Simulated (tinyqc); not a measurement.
Minority-electron transport through the base of a bipolar transistor (Moll-Ross and Kroemer integrals). Changing the base width W. Computed by tinyqc, a small Python program. Command: `OMP_NUM_THREADS=1 python tinyqc.py 3007938 3007939 out.jsonl base sweep`. One thread of a shared host (Intel(R) Xeon(R) Processor @ 2.30GHz), about 0.01 s of CPU time with the checks.

Low injection, one dimension, x from the emitter edge (0) to the collector edge (W), s = x/W. Recombination is treated as a small correction (valid for tau_B well below tau_n), computed from the stored charge.

Inputs (values chosen for the exercise, modelled on GaAs):
```
quantity,value,unit
intrinsic density n_i at the emitter edge,2.1e+06,1/cm^3
base doping at the emitter edge N_0,2.8e+19,1/cm^3
mu_min,1000,cm^2/(V s)
mu_max,7020,cm^2/(V s)
N_ref,1.7e+17,1/cm^3
saturation velocity v_s,0.87,1e7 cm/s
electron lifetime tau_n,0.99,ns
emitter Gummel number G_E,1.2e+14,s/cm^4
base-emitter voltage V_BE,0.9,V
temperature T,300,K
doping ratio N_0/N(W),14,-
gap narrowing across the base dE_g,71,meV
```

Base doping profile: exponential. Gap grading: linear. Exit of the base: infinite sink.

Constants: k_B = 8.617333262e-05 eV/K; e = 1.602176634e-19 C.

Method:
- N(x) = N_0 (ratio)^(-s); n_i(x)^2 = n_i^2 exp(s dE_g/k_B T); D(x) = (k_B T/e) mu, mu = mu_min + (mu_max - mu_min)/(1 + (N/N_ref)^0.7).
- With y(x) = N n_i^2/(D n_i(x)^2): base Gummel number G_B = int_0^W y dx; J_C = e n_i^2 exp(e V_BE/k_B T)/G_B; n(x) = (J_C/e)(n_i(x)^2/(N n_i^2)) [int_x^W y dx]; transit time tau_B = (e/J_C) int n dx; trapezoid rule on 401 even points.
- Emitter-limited gain beta_E = G_E/G_B; recombination-limited gain beta_R = tau_n/tau_B; 1/beta = 1/beta_E + 1/beta_R; f_T from the base alone = 1/(2 pi tau_B).

One run for each value:
```
base width W (nm),base transit time tau_B (ps),current gain beta,f_T from the base alone (GHz),mean velocity W/tau_B (1e7 cm/s),share of the exit term in G_B (%)
10,4.002e-03,737.0,3.977e+04,24.99,0
18,1.297e-02,408.5,1.227e+04,13.88,0
32,4.098e-02,228.8,3.884e+03,7.81,0
56,1.255e-01,129.8,1.268e+03,4.46,0
100,4.002e-01,71.8,3.977e+02,2.50,0
180,1.297e+00,39.0,1.227e+02,1.39,0
320,4.098e+00,21.1,3.884e+01,0.78,0
560,1.255e+01,11.3,1.268e+01,0.45,0
1000,4.002e+01,5.7,3.977e+00,0.25,0
```

Over the rows, base transit time tau_B (ps) rises from 0.00400 to 40.0 (exponent d ln y / d ln x about 2.0 throughout); current gain beta falls from 737 to 5.69 (exponent d ln y / d ln x -1.0 between the first rows and -1.2 between the last); f_T from the base alone (GHz) falls from 39800 to 3.98 (exponent d ln y / d ln x about -2.0 throughout). The exponent of base transit time tau_B stays at 2: diffusion, or drift in a field proportional to 1/W. At the low end the exponent of current gain beta is -1.00, close to -1: emitter-limited gain, or recombination with a transit time limited by the exit velocity.

Caution (rows 10.0, 18.0, 32.0, 56.0, 100, 180): the mean velocity exceeds v_s, so drift-diffusion with a low-field mobility overstates the speed. Caution (rows 10.0, 18.0): the base is only a few mean free paths wide, so transport is partly ballistic.
